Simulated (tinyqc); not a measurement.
Worked calculation: Rayleigh-quotient iteration on a symmetric matrix. One step of it, computed by the program tinyqc.

Problem. Step 2. solve (A - shift) w = v; v' = w/|w| with its largest component positive (the first on a tie); lambda = v'^T A v'; the next shift is lambda.

A:
$$\begin{pmatrix}
0.416000 & 0.099000 & -1.153000 \\
0.099000 & 1.405000 & 0.187000 \\
-1.153000 & 0.187000 & 1.590000
\end{pmatrix}$$

vector after step 1: [0.839840, -0.201627, 0.503999]

Rayleigh quotient after step 1 = -0.293195

Give: vector after step 2; Rayleigh quotient after step 2.

Solution.

vector after step 2: [0.846, -0.105, 0.524]

Rayleigh quotient after step 2 = -0.310
